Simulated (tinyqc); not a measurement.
Trap density from one capacitance.

Inverse problem. Traps spread evenly through the insulator exchange electrons with the semiconductor by tunnelling, with tau(x) = t0 exp(2 ka x) at depth x from the interface. The admittance per area Y seen at depth x obeys dY/dx = -Y^2/(i w eps0 eox) + q Nb ln(1 + i w tau)/tau, with Y(0) = i w Cs and w = 2 pi f; the gate sees Y(tox) = G + i w C. Working variable y = Y/(i w), in uF/cm^2. Cox = eps0 eox/tox. Find Nb and G/w.

Values chosen for this exercise: relative permittivity of the insulator eox = 3.77; insulator thickness tox = 7.1 nm; semiconductor capacitance in accumulation Cs = 7.6 uF/cm^2; decay constant of the wave function in the insulator ka = 5.8 1/nm; time constant of a trap at the interface t0 = 3e-10 s; frequency f = 100 Hz.

Constants: q = 1.602176634e-19 C, eps0 = 8.8541878128e-14 F/cm where lengths are in cm. Results are converted to the units shown.

C = 0.44459999 uF/cm^2

Answer. C rises steadily with Nb, so one density matches; in practice ka and t0 must come from the frequency dependence.

Nb = 3.10e18 cm^-3 eV^-1
G/w = 4.02e-4 uF/cm^2

Program tinyqc, `OMP_NUM_THREADS=1 python tinyqc.py 2202239 2202240 out.jsonl`; Intel Xeon 2.30GHz, shared host, one thread, about 0.7 s.
